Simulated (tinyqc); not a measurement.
Input admittance of a MOSFET at zero drain bias: distributed channel and distributed gate: two steps of the calculation.

Source and drain grounded, strong inversion, w = 2 pi f, Cox = eps0 eox/tox. The channel is an RC line of resistance 1/(mu Cox Vo) per square fed from both ends, so one finger has the intrinsic admittance y = i w Cox L tanh(g)/g per width, g = (1/2) sqrt(i w tau), tau = L^2/(mu Vo). The vertical resistance rv/L is in series with y, the overlaps 2 i w Cov in parallel: y_t = 1/(1/y + rv/L) + 2 i w Cov. The gate strip is a line of Rsh/L per length loaded by y_t, so a finger has Y = y_t Wf tanh(k)/k, k = (Wf/sd) sqrt(y_t Rsh/L); the device has Nf Y.

Values chosen for this exercise; values of the order met in silicon radio-frequency transistors:

| symbol | value | unit | meaning |
|---|---|---|---|
| eox | 3.9 |  | relative permittivity of the gate insulator (close to silicon dioxide) |
| tox | 5.3 | nm | insulator thickness |
| L | 0.7 | um | channel length |
| Wf | 16 | um | finger width |
| Nf | 32 |  | number of fingers |
| mu | 190 | cm^2/(V s) | channel mobility |
| Vo | 0.38 | V | gate overdrive |
| Rsh | 18 | ohm/square | sheet resistance of the gate |
| rv | 3.7 | ohm um^2 | vertical resistivity of the gate stack |
| sd | 2 |  | number of ends at which a finger is contacted |
| Cov | 0.38 | fF/um | overlap and fringe capacitance on each side |
| f | 1.2 | GHz | frequency |

Constants: eps0 = 8.8541878128e-14 F/cm where lengths are in cm. Results are converted to the units shown.

Task 1. Low-frequency resistances and capacitance. Low-frequency limits, with c = Cox L and ct = c + 2 Cov: R_strip = Rsh Wf/(3 sd^2 L Nf), R_ch = (c/ct)^2 L/(12 mu Cox Vo Wf Nf), R_vert = (c/ct)^2 rv/(L Wf Nf), C = ct Wf Nf.

Find: parts; sum; C; 1/(2 pi R C).

Result 1.

parts (ohm): strip 1.0714, channel 1.7795, vertical 0.0075851
sum = 2.8585 ohm
C = 2724.2 fF
1/(2 pi R C) = 20.438 GHz

The channel term is the largest, 62.3 % of the sum.

Task 2. Input impedance of the device. k and Y as defined; Z = 1/(Nf Y) = R + 1/(i w C); Q = |Im Z|/R; signal at the point farthest from a contact |1/cosh k|.

y_t = 1.468679+40.042085i uS/um

Give: k; Nf Y; R; C; Q; signal at the far point.

Result 2.

k = 0.1849+0.1782i
Nf Y = 1.20+20.46i mS
R = 2.858 ohm
C = 2722 fF
Q = 17.05
signal at the far point = 0.9984

Computed by the program tinyqc: `OMP_NUM_THREADS=1 python tinyqc.py 2262211 2262212 out.jsonl`, one thread of a shared Intel Xeon 2.30GHz, about 0.01 s for the whole run.
